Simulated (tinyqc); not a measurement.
Deal-Grove kinetics of thermal oxidation of silicon. Changing the oxidant pressure p. Computed by tinyqc, a small Python program. Command: `OMP_NUM_THREADS=1 python tinyqc.py 3030485 3030486 out.jsonl oxide sweep`. One thread of a shared host (Intel(R) Xeon(R) Processor @ 2.30GHz), about 0.1 s of CPU time with the checks.

Oxidant diffuses through the oxide and reacts at the interface, so that dx/dt = B/(A + 2x) for the oxide thickness x.

Inputs (values chosen for the exercise, close to those used for silicon):
```
quantity,value,unit
prefactor B0,732,um^2/h
activation energy E_B,1.24,eV
prefactor (B/A)0,7.03e+06,um/h
activation energy E_A,2,eV
temperature T,925,C
pressure exponent m of B/A,0.75,-
initial oxide x_i,0.025,um
time t,2,h
```

Ambient: dry oxygen. Surface: (111).

Constants: k_B = 8.617333262e-05 eV/K.

Method:
- B = B0 p exp(-E_B/(k_B T)), B/A = (B/A)0 p^m exp(-E_A/(k_B T)), p in atm; A = B/(B/A).
- Temperatures in kelvin are T(C) + 273.15.
- tau = (x_i^2 + A x_i)/B and x = (A/2) [sqrt(1 + 4 B (t + tau)/A^2) - 1], the root of x^2 + A x = B (t + tau).
- Silicon consumed is 0.44 times the oxide grown; the rate is B/(A + 2x).

One run for each value:
```
oxidant pressure p (atm),oxide thickness x (um),length A (um),final growth rate (um/h),parabolic constant B (um^2/h)
0.05,0.0284,0.0775,0.0017,2.227e-04
0.12,0.0320,0.0964,0.0033,5.344e-04
0.3,0.0394,0.1212,0.0067,1.336e-03
0.72,0.0530,0.1509,0.0125,3.207e-03
4.2,0.1228,0.2345,0.0390,1.870e-02
10,0.1981,0.2913,0.0648,4.453e-02
25,0.3326,0.3663,0.1079,1.113e-01
```

Give the missing row, oxidant pressure p (atm) = 1.7.

Computed row; columns: (1) oxidant pressure p (atm); (2) oxide thickness x (um); (3) length A (um); (4) final growth rate (um/h); (5) parabolic constant B (um^2/h):
```
(1)     (2)     (3)     (4)        (5)
1.7  0.0773  0.1870  0.0222  7.571e-03
```

Interpolating between the two neighbouring rows (the first column on a logarithmic scale, the others too where they are positive) misses most in oxide thickness x (um), by 3.2 %. Over the rows, oxide thickness x (um) rises from 0.0284 to 0.333 (exponent d ln y / d ln x 0.14 between the first rows and 0.57 between the last); length A (um) rises from 0.0775 to 0.366 (exponent d ln y / d ln x about 0.25 throughout); final growth rate (um/h) rises from 0.00166 to 0.108 (exponent d ln y / d ln x 0.80 between the first rows and 0.56 between the last). B is proportional to p and B/A to p^0.75, so A goes as p^0.25. The exponent of x is bounded by m in the linear regime and tends to 1/2 in the parabolic one.
